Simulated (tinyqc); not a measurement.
Inside a calculation. Method: RKS/PBE0 in the sto-3g basis, for H2, spin multiplicity 1. One step of it, computed by the program tinyqc.

Task: Iteration 2: building the Kohn-Sham matrix. J_ij = sum D_kl (ij|kl), K_ij = sum D_kl (ik|jl); F = H + J - 0.125 K + V_xc; E = tr D H + tr D J / 2 - 0.0625 tr D K + E_xc + E_nn.

D after iteration 1:
```
,1H 1s,2H 1s
1H 1s,0.865364,0.551905
2H 1s,0.551905,0.351990
```

core Hamiltonian H = T + V (hartree):
```
,1H 1s,2H 1s
1H 1s,-1.172199,-1.049384
2H 1s,-1.049384,-1.172199
```

Two-electron integrals (ij|kl) in chemists' order, unique and non-zero (hartree):
```
i,j,k,l,(ij|kl)
1,1,1,1,0.774606
2,1,1,1,0.488088
2,1,2,1,0.349898
2,2,1,1,0.598463
2,2,2,1,0.488088
2,2,2,2,0.774606
```

nuclear repulsion = 0.79575520 hartree

V_xc (hartree):
```
,1H 1s,2H 1s
1H 1s,-0.368033,-0.249082
2H 1s,-0.249082,-0.340028
```

E_xc = sum of w rho eps_xc = -0.55410994 hartree

Give: Coulomb J; exchange K; Kohn-Sham matrix F; total energy of this density.

Result:

Coulomb J (hartree):
```
,1H 1s,2H 1s
1H 1s,1.4197,0.9804
2H 1s,0.9804,1.3293
```

exchange K (hartree):
```
,1H 1s,2H 1s
1H 1s,1.3322,1.1176
2H 1s,1.1176,1.1142
```

Kohn-Sham matrix F (hartree):
```
,1H 1s,2H 1s
1H 1s,-0.2870,-0.4578
2H 1s,-0.4578,-0.3222
```

total energy of this density = -1.127997 hartree
